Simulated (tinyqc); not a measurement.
Piezoresistors in the (001) plane of a cubic crystal: two steps of the calculation.

Plane stress in crystal axes x = [100], y = [010]. First-order piezoresistance: d rho_xx/rho = p11 sxx + p12 syy, d rho_yy/rho = p12 sxx + p11 syy, d rho_xy/rho = p44 sxy; a resistor along d = (cos th, sin th) changes by dR/R = d.(d rho/rho).d. Changes of geometry and second-order terms are left out.

Inputs (values chosen for the exercise); coefficients close to those of lightly doped p-type silicon:
```
symbol,value,unit,meaning
p11,6.34,x 1e-11/Pa,piezoresistive coefficient
p12,-1.16,x 1e-11/Pa,piezoresistive coefficient
p44,130,x 1e-11/Pa,piezoresistive coefficient
th,45,deg,angle of the current from [100]
Vb,1.2,V,bridge supply
E,171,GPa,Young's modulus along [110]
```

Problem 1. Resistors at th and th + 90 degrees, and the bridge. dR/R = d.(d rho/rho).d. A full bridge with two resistors of each kind in opposite arms gives Vout = Vb (a - b)/(2 + a + b), a and b the two dR/R.

d rho/rho (%):
```
,x,y
x,1.3566400,-7.4100000
y,-7.4100000,0.8241400
```

Give: dR/R at th; dR/R at th + 90; Vout.

Solution 1.

dR/R at th = -6.3196 %
dR/R at th + 90 = 8.5004 %
Vout = -87.961 mV

Problem 2. Longitudinal and transverse coefficients. For uniaxial stress along or across the current: pL = p11 - (A/2) sin^2(2 th), pT = p12 + (A/2) sin^2(2 th), A = p11 - p12 - p44. Gauge factor along [110]: E (p11 + p12 + p44)/2.

Find: A; pL; pT; gauge factor.

Solution 2.

A = -122.5 x 1e-11/Pa
pL = 67.59 x 1e-11/Pa
pT = -62.41 x 1e-11/Pa
gauge factor = 115.6

Program tinyqc, `OMP_NUM_THREADS=1 python tinyqc.py 2530144 2530145 out.jsonl`; Intel Xeon 2.30GHz, shared host, one thread, about 0.01 s.
